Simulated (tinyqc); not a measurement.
Q-state Potts model on a small periodic square lattice: enumeration, Metropolis, heat-bath and Wolff steps: one step, computed by the program tinyqc.

E = -J x (number of nearest-neighbour bonds with equal states); n x n sites with periodic edges have 2 n^2 bonds. Order parameter m = (q f - 1)/(q - 1), f being the largest share of one state. Sites are numbered row by row from 0. Here q = 4 and n = 3.

Task: Eight single-site steps. Site = floor(r1 n^2). State c is drawn with probability exp(K k_c)/sum exp(K k), k_c the number of neighbours in state c: the first c whose cumulative probability reaches r2; r3 is not used.

Inputs (values chosen for the exercise, for a model of domains or grain orientations): temperature T = 1210 K.

Update: heat bath.

start states:
```
   1  2  3
1  2  1  1
2  2  3  3
3  0  0  2
```

random numbers, one row a step:
```
        1       2       3
1  0.7886  0.0719  0.5735
2  0.5237  0.7060  0.9021
3  0.3786  0.4527  0.6002
4  0.8355  0.4148  0.3738
5  0.3528  0.3943  0.5400
6  0.9537  0.4798  0.5696
7  0.3163  0.3307  0.9440
8  0.3153  0.3675  0.8883
```

K = 0.7001073

Give: the table «Steps» with the columns old, neighbours in each state, P(old), P(new), new; states afterwards.

Result:

Steps:
```
site  old  neighbours in each state  P(old)  P(new)  new
7       0                   1 1 1 1  0.2500  0.2500    0
4       3                   1 1 1 1  0.2500  0.2500    2
3       2                   1 0 2 1  0.4465  0.4465    2
7       0                   1 1 2 0  0.2217  0.2217    1
3       2                   1 0 2 1  0.4465  0.4465    2
8       2                   1 2 0 1  0.1101  0.4465    1
2       1                   0 2 1 1  0.4465  0.4465    1
2       1                   0 2 1 1  0.4465  0.4465    1
```

states afterwards:
```
   1  2  3
1  2  1  1
2  2  2  3
3  0  1  1
```
